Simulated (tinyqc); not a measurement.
# Space-charge-limited current with shallow traps: what changes with what

One carrier type, drift only, an injecting contact at x = 0 (zero field) and thickness L. The share th = y/(1 + y), y = (Nc/Nt) exp(-Et/kB T), of the injected charge is free: J = q mu n F, eps0 eps_r dF/dx = q (n - n0)/th.

Values chosen for this exercise:
- T = 300 K (temperature)
- eps_r = 19.5 (relative permittivity)
- mu = 0.053 cm^2/(V s) (mobility)
- L = 1500 nm (thickness)
- Nc = 7e20 cm^-3 (band density of states)
- Nt = 1.7e16 cm^-3 (trap density)
- Et = 0.49 eV (trap depth)
- n0 = 2.6e10 cm^-3 (free carrier density in equilibrium)
- V = 6.2 V (voltage)

Constants: q = 1.602176634e-19 C, kB = 1.380649e-23 J/K, Vt = kB T/q, eps0 = 8.8541878128e-14 F/cm where lengths are in cm. Results are converted to the units shown.

Each table varies one quantity; the others keep the values above.

## From ohmic to space-charge-limited current

Ohmic J = q n0 mu V/L; Mott-Gurney J = (9/8) th eps0 eps_r mu V^2/L^3; they cross at Vx = 8 q n0 L^2/(9 th eps0 eps_r); traps fill at V_TFL = q Nt L^2/(2 eps0 eps_r). Exact: with u = n0/n(L), w = -u - ln(1 - u) and v = -u - u^2/2 - ln(1 - u), V = (q n0 L^2/(th eps0 eps_r)) v/w^2 and J = q^2 n0^2 mu L/(th eps0 eps_r w).

Result of one run:
```
V (V)	J (A/cm^2)	ohmic (A/cm^2)	Mott-Gurney (A/cm^2)	d ln J/d ln V
4.3	1.410e-4	6.329e-6	1.362e-4	1.966
```

What becomes of these results when the voltage V is changed from 4.3 to 0.4 V, all else the same?

Result of the changed run:
```
V (V)	J (A/cm^2)	ohmic (A/cm^2)	Mott-Gurney (A/cm^2)	d ln J/d ln V
0.4	1.638e-6	5.887e-7	1.179e-6	1.710
```

The whole series:
```
V (V)	J (A/cm^2)	ohmic (A/cm^2)	Mott-Gurney (A/cm^2)	d ln J/d ln V
0.017	2.605e-8	2.502e-8	2.129e-9	1.043
0.038	6.166e-8	5.593e-8	1.064e-8	1.112
0.083	1.554e-7	1.222e-7	5.075e-8	1.272
0.18	4.532e-7	2.649e-7	2.387e-7	1.498
0.4	1.638e-6	5.887e-7	1.179e-6	1.710
0.89	6.836e-6	1.310e-6	5.835e-6	1.851
2	3.169e-5	2.944e-6	2.946e-5	1.929
4.3	1.410e-4	6.329e-6	1.362e-4	1.966
9.5	6.753e-4	1.398e-5	6.648e-4	1.984
```

The local exponent rises from 1.04 to 1.98, passing from ohmic towards the square law around Vx = 0.200 V. In the last row J is 1.6 % above the Mott-Gurney value. For V = 9.5 the voltage exceeds half of V_TFL = 17.7 V, near which the traps fill and the current rises steeply beyond this model. For V = 0.017, 0.038, 0.083, 0.18, 0.4, 0.89, 2 the voltage is under 100 kB T/q, where diffusion would add more than a third of the Mott-Gurney current.

## Effect of the thickness

Same model as above.

Effect of the thickness:
```
L (nm)	J (A/cm^2)	ohmic (A/cm^2)	Mott-Gurney (A/cm^2)	d ln J/d ln V
700	0.002801	1.955e-5	0.002786	1.995
1100	7.273e-4	1.244e-5	7.180e-4	1.987
1600	2.398e-4	8.555e-6	2.333e-4	1.973
2500	6.530e-5	5.475e-6	6.116e-5	1.936
3900	1.879e-5	3.510e-6	1.611e-5	1.855
5900	6.462e-6	2.320e-6	4.653e-6	1.710
```

Read the table: what changes, and by how much?

J falls from 0.00280 to 6.46e-6 A/cm^2, as L^(-2.98) between the first two rows and L^(-2.58) between the last two (space charge -3, ohmic -1). The thickness law marks a bulk-limited current; an electrode-limited one depends on V/L alone. For L = 700, 1100 V exceeds half of V_TFL, which goes as L^2, so trap filling, left out here, would raise the current.

Range of the model: Diffusion and a field-dependent mobility are left out. With injecting contacts the diffusion current, about 4 pi^2 Vt th eps0 eps_r mu V/L^3, equals the Mott-Gurney current at V = 35 kB T/q (0.9 V at 300 K), so the drift-only result needs V well above that.

tinyqc, about 0.01 s, one thread, Intel Xeon 2.30GHz (shared host): `OMP_NUM_THREADS=1 python tinyqc.py 2370087 2370088 out.jsonl`
